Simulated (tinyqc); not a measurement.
Solubility, supersaturation, precipitation and gettering of an impurity in a silicon-like host. From one set of inputs to another, one input at a time. Computed by tinyqc, a small Python program. Command: `OMP_NUM_THREADS=1 python tinyqc.py 3028039 3028040 out.jsonl ripen ladder`. One thread of a shared host (Intel(R) Xeon(R) Processor @ 2.30GHz), about 0.01 s of CPU time with the checks.

The wafer was saturated at T1 and is then held at T.

The inputs printed are set A. Set A is modelled on gold in silicon; the values taken over come from a set modelled on oxygen in silicon. Inputs not listed in the table keep their values of set A, so the rows need not describe a real material.

Inputs (values chosen for the exercise, modelled on gold in silicon):
```
quantity,value,unit
site density N0,5e+22,1/cm^3
enthalpy of solution H,2.02,eV
entropy of solution S,2.7,k_B
diffusion prefactor D0,0.00025,cm^2/s
migration energy Q,1.13,eV
temperature of saturation T1,1400,K
anneal temperature T,914,K
sink density n,6.6e+09,1/cm^3
initial sink radius r0,9.5,nm
impurity density in the precipitate C_p,5.1e+22,1/cm^3
interface energy gamma,0.6,J/m^2
anneal time t,71000,s
```

Constants: k_B = 8.617333262e-05 eV/K; k_B = 1.380649e-23 J/K.

Method:
- C_eq(T) = N0 exp(S/k_B - H/(k_B T)); D(T) = D0 exp(-Q/(k_B T)); C0 = C_eq(T1). Supersaturation s = C0/C_eq(T); critical radius r* = 2 gamma/(C_p k_B T ln s); barrier W* = (4 pi/3) gamma r*^2. Strain energy is left out.
- tau0 = 1/(4 pi n r0 D); C_fixed(t) = C_eq + (C0 - C_eq) exp(-t/tau0). If all excess precipitates, the final radius is r_f = [r0^3 + 3 (C0 - C_eq)/(4 pi n C_p)]^(1/3), with tau_f = 1/(4 pi n r_f D).
- Growing sinks: with y = r/r_f and y0 = r0/r_f, dy/dt = (1 - y^3)/(3 tau_f y), which integrates to t/tau_f = F(y) - F(y0), F(y) = (1/2) ln[(1 + y + y^2)/(1 - y)^2] - sqrt(3) arctan[(2y + 1)/sqrt(3)]; the share of the excess left is (1 - y^3)/(1 - y0^3), and C(t) = C_eq + (C0 - C_eq) x share.

Each row keeps all changes above it:
```
input moved,from,to,supersaturation s,C(t) with growing sinks (1/cm^3),radius at t (nm)
set A,-,-,7354.6,4.9914e+15,29.451
initial sink radius r0 (nm),9.5,13,7354.6,4.4632e+15,30.096
sink density n (1/cm^3),6600000000,4.5e+11,7354.6,5.4116e+12,13.770
temperature of saturation T1 (K),1400,1325,2850.7,5.4116e+12,13.309
migration energy Q (eV),1.13,2.5,2850.7,1.5427e+16,13.000
anneal temperature T (K),914,1058,86.9,1.5425e+16,13.000
anneal time t (s),71000,87000,86.9,1.5424e+16,13.000
entropy of solution S (k_B),2.7,0.63,86.9,1.9463e+15,13.000
```

Supersaturation s goes from 7350 to 86.9, a factor 0.0118 in all. The largest single move comes from anneal temperature T (a factor 0.0305). C(t) with growing sinks goes from 4.99e15 to 1.95e15, a factor 0.390 in all. The largest single move comes from migration energy Q (a factor 2850), but it runs against the net change; the largest move in the direction of the net change is sink density n (a factor 0.00121). Radius at t goes from 29.5 to 13.0, a factor 0.441 in all. The largest single move comes from sink density n (a factor 0.458). The single moves hold for this order of the switches; the total does not depend on the order.

Caution (all rows): the barrier to homogeneous nucleation is below 35 k_B T for these inputs, so new precipitates would form and outnumber the fixed sinks assumed here.

Extremes, crossings and ranges named in words are read from the listed rows.
